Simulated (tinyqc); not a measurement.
Changing the peak energy omega_1: critical temperature from a phonon spectrum: McMillan, Allen-Dynes and the linearised Eliashberg equation. Computed by tinyqc, a small Python program. Command: `OMP_NUM_THREADS=1 python tinyqc.py 3025081 3025082 out.jsonl eliashberg sweep`. One thread of a shared host (Intel(R) Xeon(R) Processor @ 2.30GHz), about 0.02 s of CPU time with the checks.

alpha^2 F(omega) = sum_i (lambda_i omega_i/2) delta(omega - omega_i), so that lambda = 2 int alpha^2 F/omega d omega = sum_i lambda_i.

Inputs (values chosen for the exercise, for a model metal): coupling lambda_1 = 0.911; peak energy omega_2 = 10 meV; coupling lambda_2 = 0.879; Coulomb pseudopotential mu* = 0.1.

Peaks in alpha^2 F: two.

Constants: k_B = 8.617333262e-05 eV/K.

Method:
- omega_log = exp(sum lambda_i ln omega_i / lambda); omega_rms = sqrt(sum lambda_i omega_i^2 / lambda).
- McMillan form: k_B T_c = (omega_log/1.2) exp[-1.04 (1 + lambda)/(lambda - mu* (1 + 0.62 lambda))]. Allen-Dynes multiplies it by f1 f2: f1 = [1 + (lambda/L1)^(3/2)]^(1/3), L1 = 2.46 (1 + 3.8 mu*); f2 = 1 + (omega_rms/omega_log - 1) lambda^2/(lambda^2 + L2^2), L2 = 1.82 (1 + 6.3 mu*) omega_rms/omega_log.
- Linearised Eliashberg equation at omega_n = (2n + 1) pi k_B T, n = 0..N-1: lambda(j) = sum_i lambda_i omega_i^2/(omega_i^2 + (2 pi j k_B T)^2); K_mn = lambda(m - n) + lambda(m + n + 1) - 2 mu*(N) - delta_mn [2m + 1 + lambda(0) + 2 sum_(j=1..m) lambda(j)], with 1/mu*(N) = 1/mu* + ln(omega_rms/omega_N), omega_N = (2N + 1) pi k_B T. T_c is where the largest eigenvalue rho of K is zero.
- N is the smallest integer at or above 8 omega_max/(2 pi k_B T_AD), omega_max the highest peak and T_AD the Allen-Dynes value.

One run for each value:
```
peak energy omega_1 (meV)  T_c, Eliashberg (K)  T_c, Allen-Dynes (K)  omega_log (meV)  k_B T_c/omega_log
1.16                                     7.396                 6.211           3.3409            0.19077
1.49                                     7.820                 7.043           3.7949            0.17756
1.93                                     8.406                 7.994           4.3290            0.16733
2.49                                     9.156                 9.024           4.9284            0.16010
3.22                                    10.108                10.160           5.6173            0.15506
4.15                                    11.258                11.389           6.3916            0.15178
5.36                                    12.642                12.768           7.2805            0.14964
6.93                                    14.291                14.353           8.2974            0.14842
```

Describe and explain the trends.

Over the rows, T_c, Eliashberg (K) rises from 7.40 to 14.3 (exponent d ln y / d ln x 0.22 between the first rows and 0.48 between the last); T_c, Allen-Dynes (K) rises from 6.21 to 14.4 (exponent d ln y / d ln x 0.50 between the first rows and 0.46 between the last); omega_log (meV) rises from 3.34 to 8.30 (exponent d ln y / d ln x about 0.51 throughout). At fixed lambda_1 a softer peak gives less: very soft phonons do little for T_c.

Caution (all rows): for lambda above about 1.5 the plain McMillan form saturates and falls short.

Extremes, crossings and ranges named in words are read from the listed rows.
